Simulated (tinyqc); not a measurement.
Zener tunnelling in a reverse-biased junction, two-band WKB: two steps of the calculation.

Abrupt p-n junction, depletion approximation. Energies E are counted from the conduction-band edge of the neutral n side; its Fermi level lies at dn, that of the p side at dn - V, and the valence-band edge of the neutral p side at Em = dn + dp - V. Tunnelling needs 0 < E < Em. Two-band dispersion with equal masses m: inside the gap kappa = sqrt(m u (1 - u/Eg)/C), u the distance from a band edge, C = hbar^2/(2 m0).

Values chosen for this exercise; band and dielectric values close to those of indium phosphide: temperature T = 77 K; band gap Eg = 1.36 eV; conduction-band density of states at 77 K Nc = 7.54e16 cm^-3; valence-band density of states at 77 K Nv = 1.42e18 cm^-3; band-edge mass of the two-band model m = 0.079 m0; acceptor density Na = 4.7e18 cm^-3; donor density Nd = 1.8e18 cm^-3; bias of the p side V = -2.4 V; points of the energy grid nE = 11.

Constants: q = 1.602176634e-19 C, kB = 1.380649e-23 J/K, hbar = 1.054571817e-34 J s, h = 6.62607015e-34 J s, m0 = 9.1093837015e-31 kg, Vt = kB T/q, hbar^2/(2 m0) = 0.0380998212 eV nm^2. Results are converted to the units shown.

Task 1. Fermi levels and built-in voltage. Nd = Nc F12(dn/Vt), Na = Nv F12(dp/Vt), F12(x) = (2/sqrt(pi)) int_0^infinity sqrt(u)/(1 + exp(u - x)) du; dn = EF - Ec on the n side, dp = Ev - EF on the p side (negative outside the bands); Vbi = Eg + dn + dp.

Wanted: dn; dp; Vbi.

Result 1.

dn = 0.06596 eV
dp = 0.01538 eV
Vbi = 1.441 V

Boltzmann statistics would give dn = 0.0211 eV and dp = 0.00794 eV. At zero bias the bands of the two sides overlap by dn + dp.

Task 2. Current density on a coarse grid. J = KJ exp(-S) Eb times the integral from 0 to Em of [f(E - dn) - f(E - dn + V)] [1 - exp(-min(E, Em - E)/Eb)] dE, f(x) = 1/(1 + exp(x/Vt)), with S and Eb from the mean field; J > 0 flows from p to n. KJ = (2 q^2/h) m/(4 pi C) (times 1e14 for A/cm^2 per eV^2). Simpson's rule on nE equally spaced points from 0 to Em.

dn = 0.065956962 eV
dp = 0.015379253 eV
S = 29.936436
Eb = 11.357397 meV

Find: E; difference of the f; transverse factor; integral; KJ; J.

Result 2.

```
point  E (eV)  difference of the f  transverse factor
0      0.0000               0.0000             0.0000
1      0.2481              -1.0000             1.0000
2      0.4963              -1.0000             1.0000
3      0.7444              -1.0000             1.0000
4      0.9925              -1.0000             1.0000
5      1.2407              -1.0000             1.0000
6      1.4888              -1.0000             1.0000
7      1.7369              -1.0000             1.0000
8      1.9851              -1.0000             1.0000
9      2.2332              -1.0000             1.0000
10     2.4813              -0.0897             0.0000
```

integral = -2.3159 eV
KJ = 1.2785e9 A/(cm^2 eV^2)
J = -3.3532e-6 A/cm^2

Range of the model: Parabolic densities of states, no band tails and no gap narrowing, all of which matter at such doping.

Computed by the program tinyqc: `OMP_NUM_THREADS=1 python tinyqc.py 2620060 2620061 out.jsonl`, one thread of a shared Intel Xeon 2.30GHz, about 0.01 s for the whole run.
